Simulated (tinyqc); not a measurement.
Width of the well: finite square well with mass mismatch (envelope functions).

A square well of width L and depth V0, mass mw inside and mb outside, energies from the bottom of the well, c = hbar^2/2m0. k = sqrt(mw E/c), kappa = sqrt(mb (V0 - E)/c). psi and psi'/m are continuous at the walls (BenDaniel-Duke), so level n solves k L + 2 atan[(k/mw)/(kappa/mb)] = n pi.

Constants: hbar^2/2m0 = 3.80998211 eV angstrom^2.

Parameters, chosen for this exercise (near those of the light valleys of a Si film in HfO2; the results hold for these values, not for the real material):

| symbol | value | unit | meaning |
|---|---|---|---|
| V0 | 1.44 | eV | barrier height |
| mw | 0.186 | m0 | mass in the well |
| mb | 0.18 | m0 | mass in the barrier |
| Ls | (8, 10, 12, 16, 20, 24, 31) | angstrom | widths |

Levels against L, beside the infinite well E1(hard) = c (pi/L)^2/mw; Pb is the probability of level 1 in the barriers; a dash marks an unbound level.

Levels:

| L (angstrom) | bound levels | E1 (eV) | E2 (eV) | E1(hard) (eV) | Pb |
|---|---|---|---|---|---|
| 8 | 1 | 0.7561 | - | 3.1589 | 0.303 |
| 10 | 1 | 0.6152 | - | 2.0217 | 0.213 |
| 12 | 2 | 0.5066 | 1.4395 | 1.4039 | 0.154 |
| 16 | 2 | 0.3572 | 1.2345 | 0.7897 | 0.087 |
| 20 | 2 | 0.2638 | 0.9756 | 0.5054 | 0.054 |
| 24 | 3 | 0.2022 | 0.7714 | 0.3510 | 0.035 |
| 31 | 3 | 0.1360 | 0.5314 | 0.2104 | 0.019 |

The infinite well overestimates E1 by a factor 4.18 at 8 angstrom and 1.55 at 31 angstrom. The local exponent d ln E1/d ln L goes from -0.92 (first two rows) to -1.55 (last two), towards the -2 of hard walls, as Pb falls from 0.303 to 0.019. E2 - E1 is largest at 12 angstrom of the widths listed. Non-parabolicity, which grows with the level, already counts at a few tenths of an eV, and levels above about 0.5 eV lie beyond a parabolic band.

Program tinyqc; command `OMP_NUM_THREADS=1 python tinyqc.py 1280993 1280994 out.jsonl`; about 0.01 s on one thread of a shared Intel(R) Xeon(R) Processor @ 2.30GHz.
